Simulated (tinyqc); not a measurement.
Inside a calculation. Model: phase-change memory cell, resistance drift and retention.

Program tinyqc, `OMP_NUM_THREADS=1 python tinyqc.py 2880049 2880050 out.jsonl`; Intel Xeon 2.30GHz, shared host, one thread, about 0.01 s. Printed values are rounded.

The amorphous state follows Ra = R0 (t/t0)^nu exp[(q Ec/kB)(1/T - 1/(300 K))], with nu taken as independent of T. An intermediate level follows the logarithmic mixing rule ln R = (1 - fa) ln Rc + fa ln Ra with constant Rc. The time to lose the data by crystallisation is tr = tx exp[(q Ex/kB)(1/T - 1/Tx)]; 1 year = 3.15576e7 s. These are empirical laws.

Values chosen for this exercise; values of the order found in chalcogenide phase-change cells: resistance of the amorphous state at t0 and 300 K R0 = 0.76 Mohm; reference time t0 = 10 s; drift exponent nu = 0.118; activation energy of conduction Ec = 0.21 eV; activation energy of crystallisation Ex = 2.2 eV; temperature of a bake Tx = 498 K; time to crystallise in that bake tx = 9000 s; operating temperature T = 358 K; time of the read t = 1e6 s; amorphous share of an intermediate level fa = 0.24; resistance of the crystalline state Rc = 6.1 kohm.

Constants: q = 1.602176634e-19 C, kB = 1.380649e-23 J/K. Results are converted to the units shown.

## Resistances at the read

Ra and the intermediate level as above; its effective drift exponent is fa nu.

drift factor = 3.89045
temperature factor = 0.268194
Ra = 0.792982 Mohm
intermediate level = 0.0196189 Mohm
effective exponent = 0.02832

Against R0 the resistance has risen by a factor of 1.04.

## Retention

tr at T; the ten-year temperature solves tr = 10 years: 1/T10 = 1/Tx + (kB/(q Ex)) ln(10 years/tx).

tr = 1.45132e5 years
T10 = 413.575 K
loss of tr per kelvin, q Ex/(kB T^2) = 19.9197 %/K

T lies 55.6 K below T10, so ten years are met.
